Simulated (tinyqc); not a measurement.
Worked calculation: donor level screened by free carriers (Yukawa potential). Values are carried at full precision from step to step, so a last printed digit may differ when a step is redone from the rounded ones.

Screening wave number: Debye ks^2 = 4 pi q n/(eps kB T); Thomas-Fermi ks^2 = 6 pi q n/(eps EF) with EF = c (3 pi^2 n/gv)^(2/3)/m, c = hbar^2/2m0; the two are joined by 1/ks^2 = sqrt(1/ks_D^4 + 1/ks_TF^4). 1e18/cm^3 = 1e-6/angstrom^3, q = e^2/(4 pi eps0).

Constants: e^2/(4 pi eps0) = 14.39964547 eV angstrom; kB = 8.617333262e-05 eV/K; hbar^2/2m0 = 3.80998211 eV angstrom^2; Ry = 13.60569312 eV; a0 (Bohr radius) = 0.5291772105 angstrom.

Parameters, chosen for this exercise (near those of a donor in 4H SiC, with one mean mass; shifted at random, so the results belong to these values and not to a real crystal):
```
symbol  value  unit         meaning
m       0.388  m0           mass
eps     9.7                 dielectric constant
gv      3                   valleys
T       300    K            temperature
n       0.5    x 1e18/cm^3  free-carrier density
```

## Units and screening length

Give Ry* = Ry m/eps^2, a* = a0 eps/m, EF, the three values of ks, and x = ks a*.

Ry* = 56.106 meV
a* = 13.23 angstrom
EF = 2.85 meV

ks: Debye, Thomas-Fermi, joined (1/angstrom): 0.01899  0.07011  0.01897

x = 0.2510

EF/kB T = 0.11, so the Debye value, the smaller one, controls the screening.

## One-parameter trial function

Potential -(q/(eps r)) exp(-ks r), q = e^2/(4 pi eps0). In units Ry* = Ry m/eps^2 and a* = a0 eps/m the problem is [-Laplacian - 2 exp(-x r)/r] psi = E psi with x = ks a*.

For exp(-z r): E(z) = z^2 - 8 z^3/(2z + x)^2 in Ry*. Scan z = 0.5, 0.6, ..., 1.1, then minimise; first order gives -1 + 2x.

Scan (Ry*):
```
z    kinetic  potential        E
0.5   0.2500    -0.6390  -0.3890
0.6   0.3600    -0.8208  -0.4608
0.7   0.4900    -1.0067  -0.5167
0.8   0.6400    -1.1956  -0.5556
0.9   0.8100    -1.3865  -0.5765
1.0   1.0000    -1.5789  -0.5789
1.1   1.2100    -1.7725  -0.5625
```

best z = 0.963
E = -0.5802 Ry*
binding = 32.55 meV

First order in x would give -0.498 Ry*, a rigid shift by q ks/eps; it overstates the loss of binding by 0.082 Ry*.

## Converged levels

Converged values use 18 functions exp(-z r), z = 1.55^i, i = -11 to 6: S = 2/A^3, H = z_i z_j S - 2/(A + x)^2, A = z_i + z_j.

The 1s and 2s levels and the mean radius.

1s = -0.5805 Ry*
binding = 32.57 meV
<r> = 20.9 angstrom
second root = -0.0066 Ry*

The trial function misses by 0.0003 Ry*. Screening leaves 58 % of the bare binding, 1.26 kB T. 2s is still bound.

## Checks

- 1s at x = 0.5 against the known -0.29623 Ry*: both -0.29623.
- 1s at x = 0 against -1: both -1.00000.

(tinyqc, `OMP_NUM_THREADS=1 python tinyqc.py 1281744 1281745 out.jsonl`, Intel(R) Xeon(R) Processor @ 2.30GHz, 1 thread, shared host, about 0.01 s.)
